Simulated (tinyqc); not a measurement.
Non-parabolicity of the conduction band: eight-band Kane k.p model.

Eight-band Kane model, basis S, X, Y, Z times spin, zero of energy at the top of the unstrained valence band, c = hbar^2/2m0. Within each spin: H_SS = Eg + A c k^2, H_SX = i P kx (likewise Y, Z), H_XX = -Dso/3 + L kx^2 + M (ky^2 + kz^2), H_XY = N kx ky, and cyclic. Spin-orbit term (Dso/3) L.sigma on X, Y, Z with (L_k)_ij = -i epsilon_kij: <X+|H|Y+> = -i Dso/3, <X+|H|Z-> = Dso/3, <Y+|H|Z-> = -i Dso/3, <Z+|H|X-> = -Dso/3, <Z+|H|Y-> = i Dso/3, <X-|H|Y-> = i Dso/3, and their conjugates; + and - are the spin along z. Terms from inversion asymmetry are left out, so every level is twofold.

P = sqrt(Ep c); A = 1/me - Ep (Eg + 2 Dso/3)/(Eg (Eg + Dso)) keeps the electron mass; g1' = g1 - Ep/(3 Eg), g2' = g2 - Ep/(6 Eg), g3' = g3 - Ep/(6 Eg) remove the coupling to S that the Luttinger values already hold; L = -c (g1' + 4 g2'), M = -c (g1' - 2 g2'), N = -6 c g3'.

Constants: hbar^2/2m0 = 3.80998211 eV angstrom^2.

Parameters, chosen for this exercise (near those of InAs; shifted at random, so the results belong to these values and not to a real crystal):
- Eg = 0.394 eV (gap at Gamma to the s-like level)
- Dso = 0.389 eV (spin-orbit splitting)
- Ep = 22.3 eV (Kane energy)
- me = 0.0266 m0 (electron mass at Gamma)
- g1 = 19.73 (Luttinger gamma1)
- g2 = 8.42 (gamma2)
- g3 = 9.18 (gamma3)
- kmax = 0.04 1/angstrom (end of the path)

Unstrained, along [110], six points up to kmax. Parabolic: E = c k^2/me. Two-band form: E (1 + alpha E) = c k^2/me with alpha = (1 - me)^2/Eg. The column alpha(k) solves that form for alpha with the eight-band energy. Energies from the conduction edge.

Energies:

| \|k\| (1/angstrom) | parabolic (eV) | two-band (eV) | eight-band (eV) | alpha(k) (1/eV) | parabolic / eight-band |
|---|---|---|---|---|---|
| 0.0067 | 0.0064 | 0.0063 | 0.0063 | 2.822 | 1.018 |
| 0.0133 | 0.0255 | 0.0241 | 0.0238 | 2.842 | 1.068 |
| 0.0200 | 0.0573 | 0.0510 | 0.0501 | 2.873 | 1.144 |
| 0.0267 | 0.1019 | 0.0846 | 0.0822 | 2.912 | 1.239 |
| 0.0333 | 0.1591 | 0.1229 | 0.1180 | 2.957 | 1.349 |
| 0.0400 | 0.2292 | 0.1643 | 0.1560 | 3.007 | 1.469 |

alpha = 2.405 1/eV

At the last point the parabola lies a factor 1.47 above the eight-band value, and the two-band form 8.3 meV above it. The parabola stays within 5 % up to |k| = 0.0067 1/angstrom of the points listed. alpha(k) goes from 2.822 to 3.007 1/eV, a spread of 6.5 % over this range; the simple rule gives 2.405, 15 % below the first value, as it knows neither Dso nor the remote terms.

Run: tinyqc, `OMP_NUM_THREADS=1 python tinyqc.py 1050979 1050980 out.jsonl`; Intel(R) Xeon(R) Processor @ 2.30GHz, one thread, shared host; about 0.1 s of CPU time with all checks.
